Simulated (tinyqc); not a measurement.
Wafer bonding and layer transfer: bond energy, gap closing, particles, bonding of dissimilar wafers and hydrogen blisters. From one set of inputs to another, one input at a time. Computed by tinyqc, a small Python program. Command: `OMP_NUM_THREADS=1 python tinyqc.py 3013235 3013236 out.jsonl bond ladder`. One thread of a shared host (Intel(R) Xeon(R) Processor @ 2.30GHz), about 0.01 s of CPU time with the checks.

gamma is the energy per area of each of the two surfaces; plates are isotropic, and both wafers have E1 and t1.

The inputs printed are set A. Inputs not listed in the table keep their values of set A, so the rows need not describe a real material.

Inputs (values chosen for the exercise, for model wafers):
```
quantity                                      value        unit
Young's modulus E1                              133         GPa
Poisson ratio nu                               0.26           -
thickness t1                                    525  micrometre
blade thickness t_b                              80  micrometre
crack length L                                 15.8          mm
particle radius h                              0.36  micrometre
implant depth d                                0.28  micrometre
hydrogen dose                                   7.5   1e16/cm^2
share of the dose released as H2               0.14           -
surface energy of the weakened plane gamma_s   0.55       J/m^2
anneal temperature T                            650           K
```

Pair: two equal wafers.

Constants: k_B = 1.380649e-23 J/K.

Method:
- Two cantilevers opened by t_b: gamma = 3 t_b^2 E1 t1^3 E2 t2^3/(16 L^4 (E1 t1^3 + E2 t2^3)).
- E' = E1/(1 - nu^2), equal wafers assumed. Void radius in the plate regime: R_v = [(2/3) E' t1^3/gamma]^(1/4) h^(1/2). Below h_crit = 5 sqrt(t1 gamma/E') the wafers deform locally and R_v is of the order of h (taken as h).
- A flat crack of radius r under a layer of thickness d, as a clamped plate: centre height w = 3 p r^4/(16 E' d^3), volume pi r^2 w/3, energy release G = 3 p^2 r^4/(32 E' d^3), E' = E1/(1 - nu^2). It grows when G = 2 gamma_s. The gas comes from the area pi r^2: p V = (dose x share/2) pi r^2 k_B T, and G = p w/2 = (3/2) N k_B T with N the H2 molecules per area. Share needed: G = 2 gamma_s. The pressure and height at growth are given for r = 10 d.

Each row keeps all changes above it:
```
input moved                     from    to  bond energy gamma (J/m^2)  void radius (micrometre)  pressure at growth (MPa)
set A                              -     -                    0.18529                    1761.4                    24.449
particle radius h (micrometre)  0.36   2.6                    0.18529                    4733.5                    24.449
implant depth d (micrometre)    0.28  0.69                    0.18529                    4733.5                    15.574
thickness t1 (micrometre)        525   725                    0.48796                    4733.5                    15.574
Young's modulus E1 (GPa)         133   158                    0.57969                    4733.5                    16.975
hydrogen dose (1e16/cm^2)        7.5     8                    0.57969                    4733.5                    16.975
crack length L (mm)             15.8  14.6                    0.79508                    4374.0                    16.975
anneal temperature T (K)         650   600                    0.79508                    4374.0                    16.975
```

Which inputs carry the difference?

Bond energy gamma goes from 0.185 to 0.795, a factor 4.29 in all. The largest single move comes from thickness t1 (a factor 2.63). Void radius goes from 1760 to 4370, a factor 2.48 in all. The largest single move comes from particle radius h (a factor 2.69). Pressure at growth goes from 24.4 to 17.0, a factor 0.694 in all. The largest single move comes from implant depth d (a factor 0.637), and Young's modulus E1 works against it (a factor 1.09). The single moves hold for this order of the switches; the total does not depend on the order.

Extremes, crossings and ranges named in words are read from the listed rows.
